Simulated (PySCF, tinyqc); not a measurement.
Inside a calculation. Method: MP2 on RHF in the sto-3g basis, for H3-, spin multiplicity 1. The basis has no diffuse functions, so it cannot describe the extra electron: this is an exercise in the method, not the real anion. The lowest restricted solution is unstable here: a spin-polarised one lies 0.0799 hartree lower (PySCF). Computed by tinyqc, a small Python program that keeps every step (integrals from PySCF). Settings: charge = -1, multiplicity = 1, basis = sto-3g, method = RHF, energy threshold = 1e-10, iteration cap = 76, orthogonalisation = canonical, start = atomic densities, DIIS depth = 6. Command: `OMP_NUM_THREADS=1 python tinyqc.py 31690 31691 out.jsonl` (the two numbers bound the seeds that draw the settings). One thread of a shared host (Intel(R) Xeon(R) Processor @ 2.60GHz), about 0.2 s of CPU time with the checks. The early iterations of the SCF are left out here.

## One-electron integrals

Geometry (angstrom):
```
atom         x         y         z
H     0.000000  0.000000  0.000000
H     0.000000  0.000000  0.805000
H     0.000000  0.767000  0.402000
```

Basis sto-3g: exponents (1/bohr^2) and contraction coefficients of normalised primitives:
```
element  l (shell)  exponent  coefficient
H            s (1)  3.425251     0.154329
H            s (1)  0.623914     0.535328
H            s (1)  0.168855     0.444635
```

Overlap, kinetic and nuclear-attraction integrals over the contracted functions; the nuclear repulsion is the sum of Za Zb / Rab.

nuclear repulsion = 1.87920487 hartree

overlap S:
```
          1H 1s     2H 1s     3H 1s
1H 1s  1.000000  0.617575  0.578569
2H 1s  0.617575  1.000000  0.578275
3H 1s  0.578569  0.578275  1.000000
```

kinetic energy T (hartree):
```
          1H 1s     2H 1s     3H 1s
1H 1s  0.760032  0.200033  0.168743
2H 1s  0.200033  0.760032  0.168517
3H 1s  0.168743  0.168517  0.760032
```

nuclear attraction V (hartree):
```
           1H 1s      2H 1s      3H 1s
1H 1s  -2.419924  -1.462189  -1.354424
2H 1s  -1.462189  -2.419671  -1.353629
3H 1s  -1.354424  -1.353629  -2.384990
```

core Hamiltonian H = T + V (hartree):
```
           1H 1s      2H 1s      3H 1s
1H 1s  -1.659892  -1.262156  -1.185680
2H 1s  -1.262156  -1.659639  -1.185112
3H 1s  -1.185680  -1.185112  -1.624958
```

## Two-electron integrals

Functions are numbered as in S; the eight-fold symmetry (ij|kl) = (ji|kl) = (kl|ij) leaves the list below.

Two-electron integrals (ij|kl) in chemists' order, unique and non-zero (hartree):
```
(11|11) 0.774606   (21|11) 0.408210   (21|21) 0.256517   (22|11) 0.545827
(22|21) 0.408210   (22|22) 0.774606   (31|11) 0.375502   (31|21) 0.218817
(31|22) 0.320331   (31|31) 0.221740   (32|11) 0.320233   (32|21) 0.218713
(32|22) 0.375259   (32|31) 0.205703   (32|32) 0.221489   (33|11) 0.523784
(33|21) 0.333231   (33|22) 0.523619   (33|31) 0.375502   (33|32) 0.375259
(33|33) 0.774606
```

## Orthogonalisation

S = U s U^T; canonical form X = U s^(-1/2), so that X^T S X = 1. Each column of U has its largest component positive (the first on a tie).

eigenvalues of S: 0.382424  0.434435  2.183141

X:
```
               1          2         3
1H 1s   1.145507  -0.606576  0.393676
2H 1s  -1.141355  -0.613631  0.393613
3H 1s  -0.004434   1.247944  0.384895
```

## Starting guess

The start is atomic minimal-basis densities projected into this basis (PySCF's MINAO start) and scaled to the electron count of each spin; this density is not idempotent, so its energy is not variational and may lie below the converged one.

D at the start:
```
          1H 1s     2H 1s     3H 1s
1H 1s  1.218523  0.094463  0.093867
2H 1s  0.094463  1.218613  0.093863
3H 1s  0.093867  0.093863  1.229014
```

## Iteration 29 (converged): orbitals

converged F (hartree):
```
           1H 1s      2H 1s      3H 1s
1H 1s   0.049639  -0.336452  -0.221555
2H 1s  -0.336452   0.062071  -0.193058
3H 1s  -0.221555  -0.193058   0.136695
```

Diagonalise F' = X^T F X, C = X C', fill 2 alpha and 2 beta electrons from the bottom; D = 2 C_occ C_occ^T. Each column has its largest component positive (the first on a tie).

F' = X^T F X (hartree):
```
           1          2          3
1   1.026068  -0.031068  -0.018409
2  -0.031068   0.635157   0.094065
3  -0.018409   0.094065  -0.192348
```

orbital energies (hartree): MO1 -0.203085, MO2 0.642888, MO3 1.029074

coefficients C:
```
            MO1        MO2        MO3
1H 1s  0.472415  -0.459511   1.183544
2H 1s  0.445520  -0.662164  -1.094173
3H 1s  0.243826   1.277638  -0.117129
```

D after iteration 29:
```
           1H 1s      2H 1s      3H 1s
1H 1s   0.868652   1.029484  -0.943803
2H 1s   1.029484   1.273899  -1.474753
3H 1s  -0.943803  -1.474753   3.383618
```

## Convergence

Stop when the energy changes by less than 1e-10 hartree and every element of the error matrix X^T (F D S - S D F) X is below 3e-06.

Course of the cycle:
```
iteration  E (hartree)     change  largest element of the error matrix
1          -1.69494792          -                             1.77e-02
2          -0.64065926   1.05e+00                             1.62e-03
3          -0.64066081  -1.55e-06                             4.44e-04
4          -0.64066162  -8.10e-07                             4.71e-04
5          -0.54464944   9.60e-02                             2.83e-01
6          -0.64066293  -9.60e-02                             4.47e-04
7          -0.64066330  -3.66e-07                             4.45e-04
8          -0.60237654   3.83e-02                             1.54e-01
9          -0.64066849  -3.83e-02                             4.58e-04
10         -0.64066982  -1.33e-06                             4.57e-04
11         -0.64064690   2.29e-05                             4.67e-04
12         -0.60234218   3.83e-02                             1.55e-01
13         -0.64062428  -3.83e-02                             4.92e-04
14         -0.60995780   3.07e-02                             1.30e-01
15         -0.63932193  -2.94e-02                             1.62e-02
16         -0.64006798  -7.46e-04                             6.25e-03
17         -0.64071267  -6.45e-04                             7.23e-04
18         -0.64072364  -1.10e-05                             7.00e-04
19         -0.64069639   2.72e-05                             4.06e-04
20         -0.64071573  -1.93e-05                             2.99e-04
21         -0.64071283   2.90e-06                             3.18e-04
22         -0.64072311  -1.03e-05                             1.74e-04
23         -0.64072200   1.11e-06                             2.73e-04
24         -0.64072602  -4.03e-06                             4.83e-05
25         -0.64072614  -1.20e-07                             1.93e-05
26         -0.64072617  -2.40e-08                             4.13e-06
27         -0.64072617  -9.62e-11                             4.09e-06
28         -0.64072617  -1.22e-09                             5.46e-08
29         -0.64072617  -2.40e-13                             2.41e-09
```

PySCF RHF in the same basis = -0.64072617 hartree

Converged in 29 iterations.

## Populations, bond orders and dipole

Mulliken: Z minus the diagonal of D S on the atom; Loewdin: the same with S^(1/2) D S^(1/2); Mayer order: 2 sum_s sum (D(s) S)_ij (D(s) S)_ji over the two atoms.

Charges (e):
```
atom   Mulliken    Loewdin
1H     0.041620   0.056236
2H    -0.056870  -0.070275
3H    -0.984750  -0.985961
```

Mayer bond orders:
```
pair     order
2-1   0.982383
3-1   0.015885
3-2   0.014383
```

dipole moment about the origin, x y z (debye): 0.000000  -3.627876  -2.121333

## Integrals over molecular orbitals

(pq|rs) = sum C_ip C_jq C_kr C_ls (ij|kl), one index at a time.

one-electron integrals over orbitals h = C^T H C (hartree):
```
           1          2          3
1  -1.858390  -0.069105   0.015706
2  -0.069105  -1.101344   0.006110
3   0.015706   0.006110  -1.040417
```

Two-electron integrals over orbitals (pq|rs), unique and non-zero (hartree):
```
(11|11) 0.630056    (21|11) -0.031832   (21|21) 0.119085    (22|11) 0.572167
(22|21) 0.100937    (22|22) 0.718982    (31|11) 0.006611    (31|21) 0.002215
(31|22) -0.023221   (31|31) 0.160617    (32|11) 0.003324    (32|21) -0.024124
(32|22) -0.010543   (32|31) -0.073506   (32|32) 0.051970    (33|11) 0.625261
(33|21) -0.081545   (33|22) 0.515778    (33|31) 0.017797    (33|32) 0.008944
(33|33) 0.683866
```

## Second-order Moller-Plesset energy

Hartree-Fock energy = -0.64072617 hartree

E2 = sum_ijab (ia|jb) [2 (ia|jb) - (ib|ja)] / (e_i + e_j - e_a - e_b) over occupied i, j and virtual a, b; the opposite-spin part is (ia|jb)^2 / denominator, the rest is same-spin, and SCS-MP2 scales them by 6/5 and 1/3.

Terms:
```
i  j  a  b    (ia|jb)    (ib|ja)  denominator       term
1  1  3  3   0.160617   0.160617    -2.464318  -0.010469
2  2  3  3   0.051970   0.051970    -0.772373  -0.003497
1  2  3  3  -0.073506  -0.073506    -1.618345  -0.003339
2  1  3  3  -0.073506  -0.073506    -1.618345  -0.003339
```

Pair energies (hartree; pair i-j sums ij and ji):
```
pair  opposite spin  same spin
1-1       -0.010469   0.000000
2-1       -0.006677   0.000000
2-2       -0.003497   0.000000
```

MP2 correlation energy = -0.02064274 hartree

SCS-MP2 correlation energy = -0.02477128 hartree

MP2 total energy = -0.66136891 hartree
